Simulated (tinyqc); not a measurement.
Plane-wave Kohn-Sham cycle with exchange-only LDA in a layered model solid, step by step. Computed by tinyqc, a small Python program that keeps every step. Settings: points = 16, plane-wave index or count = 3, electrons = 4, k points = 1, area = 27.0, mixing = 0.5, iteration cap = 60. Command: `OMP_NUM_THREADS=1 python tinyqc.py 28379 28380 out.jsonl` (the two numbers bound the seeds that draw the settings). One thread of a shared host (Intel(R) Xeon(R) Processor @ 2.60GHz), about 0.02 s of CPU time with the checks. Later iterations appear only in the table of the cycle.

## Iteration 1: potential

A solid whose potential varies along x alone (atomic units):

| parameter | value |
|---|---|
| period a | 12.300000 |
| cross-section of the cell | 27.000000 |
| electrons per cell | 4 |
| grid points | 16 |
| plane waves -n..n, n | 3 |
| k points | 1 |
| V1 in V1 cos(2 pi x/a) | -0.180000 |
| V2 in V2 cos(4 pi x/a) | -0.030000 |

density at the start, on the grid x_j = j a/N (e/bohr^3): 0.012045  0.012045  0.012045  0.012045  0.012045  0.012045  0.012045  0.012045  0.012045  0.012045  0.012045  0.012045  0.012045  0.012045  0.012045  0.012045

V_H(G) = 4 pi rho(G)/G^2 for G != 0 (uniform background); v_x = -(3 rho/pi)^(1/3); V = V_ext + V_H + v_x; Fourier components f(G_m) = (1/N) sum_j f(x_j) exp(-i G_m x_j).

Potentials on the grid (hartree):

| x | V_ext | V_H | v_x | V |
|---|---|---|---|---|
| 0.0000 | -0.2100 | 0.0000 | -0.2257 | -0.4357 |
| 0.7688 | -0.1875 | 0.0000 | -0.2257 | -0.4132 |
| 1.5375 | -0.1273 | 0.0000 | -0.2257 | -0.3530 |
| 2.3062 | -0.0477 | 0.0000 | -0.2257 | -0.2734 |
| 3.0750 | 0.0300 | 0.0000 | -0.2257 | -0.1957 |
| 3.8438 | 0.0901 | 0.0000 | -0.2257 | -0.1356 |
| 4.6125 | 0.1273 | 0.0000 | -0.2257 | -0.0984 |
| 5.3812 | 0.1451 | 0.0000 | -0.2257 | -0.0806 |
| 6.1500 | 0.1500 | 0.0000 | -0.2257 | -0.0757 |
| 6.9188 | 0.1451 | 0.0000 | -0.2257 | -0.0806 |
| 7.6875 | 0.1273 | 0.0000 | -0.2257 | -0.0984 |
| 8.4563 | 0.0901 | 0.0000 | -0.2257 | -0.1356 |
| 9.2250 | 0.0300 | 0.0000 | -0.2257 | -0.1957 |
| 9.9938 | -0.0477 | 0.0000 | -0.2257 | -0.2734 |
| 10.7625 | -0.1273 | 0.0000 | -0.2257 | -0.3530 |
| 11.5312 | -0.1875 | 0.0000 | -0.2257 | -0.4132 |

V(G_m), m = 0, 1, 2, ... (hartree): -0.2257  -0.0900  -0.0150  0.0000  0.0000  0.0000  0.0000

## Iteration 1: Hamiltonian at one k

k = 0.0000 2 pi / a

H(m,m') = (k + G_m)^2/2 delta + V(G_m - G_m'), with V(-G) = V(G).

H (hartree), lower triangle:
```
         -3       -2       -1       +0       +1       +2      +3
-3   0.9485
-2  -0.0900   0.2962
-1  -0.0150  -0.0900  -0.0953
+0   0.0000  -0.0150  -0.0900  -0.2257
+1   0.0000   0.0000  -0.0150  -0.0900  -0.0953
+2   0.0000   0.0000   0.0000  -0.0150  -0.0900   0.2962
+3   0.0000   0.0000   0.0000   0.0000  -0.0150  -0.0900  0.9485
```

## Iteration 1: levels at that k

Diagonalise the Hermitian matrix.

eigenvalues (hartree): -0.3155  -0.1018  -0.0407  0.3041  0.3055  0.9607  0.9607

## Iteration 1: new density

Motion across x is left out: the lowest 2 band(s) hold two electrons at each of the k points (j + 1/2)/nk - 1/2. Residual R = rho(out) - rho(in); rho(new) = rho(in) + 0.5 R. rho(out) = 2/(a A nk) sum |psi|^2 with psi = sum c exp(i G x). Harris energy E = band energy - dV sum rho (V_H/2 + v_x) + (3/4) dV sum rho v_x with rho(in), dV = a A/N, band energy = (2/nk) sum of the filled levels.

rho(out) (e/bohr^3): 0.019360  0.020692  0.021864  0.019131  0.013269  0.007420  0.003281  0.000935  0.000170  0.000935  0.003281  0.007420  0.013269  0.019131  0.021864  0.020692

density after iteration 1 (e/bohr^3): 0.015702  0.016368  0.016954  0.015588  0.012657  0.009732  0.007663  0.006490  0.006107  0.006490  0.007663  0.009732  0.012657  0.015588  0.016954  0.016368

energy per cell = -0.608818 hartree

## Iteration 2: potential

As before.

Potentials on the grid (hartree):

| x | V_ext | V_H | v_x | V |
|---|---|---|---|---|
| 0.0000 | -0.2100 | 0.2578 | -0.2466 | -0.1988 |
| 0.7688 | -0.1875 | 0.2437 | -0.2500 | -0.1938 |
| 1.5375 | -0.1273 | 0.1976 | -0.2530 | -0.1827 |
| 2.3062 | -0.0477 | 0.1163 | -0.2460 | -0.1773 |
| 3.0750 | 0.0300 | 0.0097 | -0.2295 | -0.1898 |
| 3.8438 | 0.0901 | -0.1015 | -0.2102 | -0.2216 |
| 4.6125 | 0.1273 | -0.1960 | -0.1941 | -0.2629 |
| 5.3812 | 0.1451 | -0.2586 | -0.1837 | -0.2972 |
| 6.1500 | 0.1500 | -0.2804 | -0.1800 | -0.3104 |
| 6.9188 | 0.1451 | -0.2586 | -0.1837 | -0.2972 |
| 7.6875 | 0.1273 | -0.1960 | -0.1941 | -0.2629 |
| 8.4563 | 0.0901 | -0.1015 | -0.2102 | -0.2216 |
| 9.2250 | 0.0300 | 0.0097 | -0.2295 | -0.1898 |
| 9.9938 | -0.0477 | 0.1163 | -0.2460 | -0.1773 |
| 10.7625 | -0.1273 | 0.1976 | -0.2530 | -0.1827 |
| 11.5312 | -0.1875 | 0.2437 | -0.2500 | -0.1938 |

V(G_m), m = 0, 1, 2, ... (hartree): -0.2225  0.0281  -0.0162  -0.0003  0.0001  0.0000  0.0000

## Iteration 2: Hamiltonian at one k

k = 0.0000 2 pi / a

As before.

H (hartree), lower triangle:
```
         -3       -2       -1       +0       +1      +2      +3
-3   0.9518
-2   0.0281   0.2994
-1  -0.0162   0.0281  -0.0920
+0  -0.0003  -0.0162   0.0281  -0.2225
+1   0.0001  -0.0003  -0.0162   0.0281  -0.0920
+2   0.0000   0.0001  -0.0003  -0.0162   0.0281  0.2994
+3   0.0000   0.0000   0.0001  -0.0003  -0.0162  0.0281  0.9518
```

## Iteration 2: levels at that k

As before.

eigenvalues (hartree): -0.2367  -0.0970  -0.0782  0.3003  0.3011  0.9532  0.9532

## Iteration 2: new density

As before.

rho(out) (e/bohr^3): 0.017595  0.015904  0.011838  0.007619  0.005425  0.006778  0.011778  0.017877  0.020682  0.017877  0.011778  0.006778  0.005425  0.007619  0.011838  0.015904

density after iteration 2 (e/bohr^3): 0.016649  0.016136  0.014396  0.011603  0.009041  0.008255  0.009720  0.012184  0.013395  0.012184  0.009720  0.008255  0.009041  0.011603  0.014396  0.016136

energy per cell = -0.565916 hartree

## Convergence

Stop when sqrt(dV sum R^2) is below 1e-8, dV = a A/N.

Course of the cycle:

| iteration | E (hartree) | norm of the residual |
|---|---|---|
| 1 | -0.608818 | 1.50e-01 |
| 2 | -0.565916 | 1.30e-01 |
| 3 | -0.478699 | 1.13e-01 |
| 4 | -0.530315 | 1.18e-01 |
| 5 | -0.486811 | 1.17e-01 |
| 6 | -0.534101 | 1.18e-01 |
| 7 | -0.486135 | 1.17e-01 |
| 8 | -0.533206 | 1.18e-01 |
| 9 | -0.486373 | 1.17e-01 |
| 10 | -0.533292 | 1.18e-01 |
| 11 | -0.486361 | 1.17e-01 |
| ... | ... | ... |
| 50 | -0.533270 | 1.17e-01 |
| 51 | -0.486368 | 1.17e-01 |
| 52 | -0.533270 | 1.17e-01 |
| 53 | -0.486368 | 1.17e-01 |
| 54 | -0.533270 | 1.17e-01 |
| 55 | -0.486368 | 1.17e-01 |
| 56 | -0.533270 | 1.17e-01 |
| 57 | -0.486368 | 1.17e-01 |
| 58 | -0.533270 | 1.17e-01 |
| 59 | -0.486368 | 1.17e-01 |
| 60 | -0.533270 | 1.17e-01 |

Not converged within 60 iterations: the residual has stopped falling: the iteration swings between two states. Reruns (cap 100 unless said): mixing 0.1: not converged; mixing 0.5, Kerker q0 1.0: not converged; mixing 0.3, Pulay depth 5: not converged; the original settings with a cap of 400: not converged.
